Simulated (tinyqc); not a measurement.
Admittance spectroscopy and thermally stimulated current of one trap level in a depletion layer: one step, computed by the program tinyqc.

A Schottky junction on n-type material holds one donor-like electron trap; shallow donors are fully ionised and abrupt depletion edges are assumed.

Problem. The capacitance step. With E_c - E_F = k_B T_p ln(N_c/N): lambda = sqrt(2 eps eps_0 (E_t - (E_c - E_F))/(e^2 N)); traps are empty and charged for x < x_t = w - lambda, and V_b = e (N w^2 + N_t x_t^2)/(2 eps eps_0). High frequency: C_hf = eps eps_0/w. Low frequency: C_lf = eps eps_0 (N + N_t)/(N w + N_t x_t).

Inputs (values chosen for the exercise, modelled on n-type 4H-SiC):
```
quantity                         value    unit
dielectric constant eps           9.84       -
shallow doping N               9.5e+16  1/cm^3
trap density N_t               2.6e+16  1/cm^3
trap depth E_t below the band    0.307      eV
band bending V_b                   1.2       V
```

E_c - E_F = k_B T_p ln(N_c/N) = 0.06754998 eV

Constants: eps_0 = 8.8541878128e-12 F/m; e = 1.602176634e-19 C.

Give: lambda; depletion width w; crossing point x_t; C_hf; C_lf; step (C_lf - C_hf)/C_hf; small-N_t estimate (N_t/N)(lambda/w).

Solution.

lambda = 52.36 nm

depletion width w = 112.9 nm

crossing point x_t = 60.50 nm

C_hf = 77.20 nF/cm^2

C_lf = 85.75 nF/cm^2

step (C_lf - C_hf)/C_hf = 0.1107

small-N_t estimate (N_t/N)(lambda/w) = 0.1270

Reading N_t/N straight from the step would give 0.111 against the true 0.274: the factor lambda/w must be known.
